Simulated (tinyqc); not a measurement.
# Changing the bath conductivity kappa

Model: electroplating on a thin resistive seed layer: kinetics, Wagner number and the terminal effect across a wafer. Computed by tinyqc, a small Python program. Command: `OMP_NUM_THREADS=1 python tinyqc.py 3120257 3120258 out.jsonl terminal sweep`. One thread of a shared host (Intel(R) Xeon(R) Processor @ 2.30GHz), about 0.07 s of CPU time with the checks.

Current enters the seed at the rim. The bath is treated as a local resistance per area (no lateral flow in the liquid), two electrons per ion, molar volume 7.11 cm^3/mol, Faraday constant F = e N_A, kinematic viscosity 0.01 cm^2/s, omega = 2 pi x rpm/60; k_B T/e is in volts.

Inputs (values chosen for the exercise, of the order of those for copper plating on a thin cobalt or ruthenium seed): wafer radius R = 7.5 cm; seed thickness t = 9 nm; seed resistivity = 12 microohm cm; gap to the anode h = 4.8 cm; extra resistance of a porous plate = 0 ohm cm^2; exchange current density i_0 = 0.15 mA/cm^2; cathodic transfer coefficient alpha = 0.81; mean current density = 21 mA/cm^2; diffusivity of the metal ion = 5.7e-06 cm^2/s; metal ion concentration = 0.53 mol/L; rotation rate = 60 rpm; temperature T = 298 K.

Constants: e = 1.602176634e-19 C; N_A = 6.02214076e+23 1/mol; k_B = 8.617333262e-05 eV/K.

Method:
- Growth rate = i V_m/(2 F). Levich limit i_L = 0.62 x 2 F D^(2/3) omega^(1/2) nu^(-1/6) c. Tafel overpotential eta = (k_B T/(alpha e)) ln(i/i_0); kinetic resistance k_B T/(alpha e i); bath resistance h/kappa + plate; R_s = resistivity/t; Wagner number = kinetic resistance x kappa/R.
- Linearised: with R_t = kinetic + bath resistance the current density obeys (1/r)(r i')' = i R_s/R_t, so i = A I_0(r/l), l = sqrt(R_t/R_s); with x = R/l, edge/centre = I_0(x) and edge/mean = x I_0(x)/(2 I_1(x)).
- Voltage drop in the seed for a uniform current: i R_s R^2/4.
- Full model: seed potential phi(r) with (1/r)(r phi')' = R_s i, where i solves phi = R_b i + (k_B T/(alpha e)) ln(i/i_0) (phi being the driving voltage left at r); phi'(0) = 0 and phi'(R) = R_s i_mean R/2. Solved by collocation to a tolerance of 1e-7.

One run for each value:
```
bath conductivity kappa (S/cm)  edge over centre, full model  Wagner number  bath resistance R_b (ohm cm^2)
0.010                                                  1.429       0.002013                          480.00
0.032                                                  2.675       0.006441                          150.00
0.058                                                  4.784       0.011675                           82.76
0.100                                                  9.934       0.020129                           48.00
0.190                                                 28.354       0.038245                           25.26
0.330                                                 67.530       0.066426                           14.55
```

Give the missing row, bath conductivity kappa (S/cm) = 0.018.

Computed row:
```
bath conductivity kappa (S/cm)  edge over centre, full model  Wagner number  bath resistance R_b (ohm cm^2)
0.018                                                  1.831       0.003623                          266.67
```

Interpolating between the two neighbouring rows (the first column on a logarithmic scale, the others too where they are positive) misses most in edge over centre, full model, by 7.1 %. Over the rows, edge over centre, full model rises from 1.43 to 67.5 (exponent d ln y / d ln x 0.42 between the first rows and 1.6 between the last); Wagner number rises from 0.00201 to 0.0664 (exponent d ln y / d ln x about 1.00 throughout); bath resistance R_b (ohm cm^2) falls from 480 to 14.5 (exponent d ln y / d ln x about -1.0 throughout). A less conductive bath evens out the terminal effect, although it lowers the Wagner number, which measures only kinetics against the bath. Left out: 0.600 (the centre would hardly plate).

Caution (rows 0.190, 0.330): at the rim the current nears the limiting value, which would flatten the real profile.
